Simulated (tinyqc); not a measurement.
Ellipsometry and reflectance of a transparent film on an absorbing substrate: one step of the calculation.

Air (index 1), film, substrate with N2 = n2 - i k2; time factor exp(+i w t). q_j = sqrt(N_j^2 - sin^2 th), root with positive real part. Fresnel coefficients r_s = (q_a - q_b)/(q_a + q_b), r_p = (N_b^2 q_a - N_a^2 q_b)/(N_b^2 q_a + N_a^2 q_b). tan(Psi) exp(i Delta) = R_p/R_s, Delta taken from 0 to 360 degrees.

Question. Psi, Delta and reflectances. beta = 2 pi d q1/lam, X = exp(-2 i beta), R = (r01 + r12 X)/(1 + r01 r12 X) for p and s.

Inputs (values chosen for the exercise): wavelength lam = 800 nm; film thickness d = 91 nm.

q1 = 1.3752146
r01,p = -0.090742127
r01,s = -0.52985812
r12,p = 0.31759714-0.00074074i
r12,s = -0.44483508+0.00075137i

Give: beta; X; R_p; R_s; Psi; Delta; |R_p|^2; |R_s|^2.

Answer.

beta = 0.98288 rad
X = -0.38478-0.92301i
R_p = -0.21874-0.28388i
R_s = -0.47468+0.33787i
Psi = 31.595 degrees
Delta = 87.828 degrees
|R_p|^2 = 0.12843
|R_s|^2 = 0.33947

The bare substrate gives Psi = 16.50 and Delta = 179.83 degrees.

tinyqc, about 0.3 s, one thread, Intel Xeon 2.30GHz (shared host): `OMP_NUM_THREADS=1 python tinyqc.py 2870132 2870133 out.jsonl`
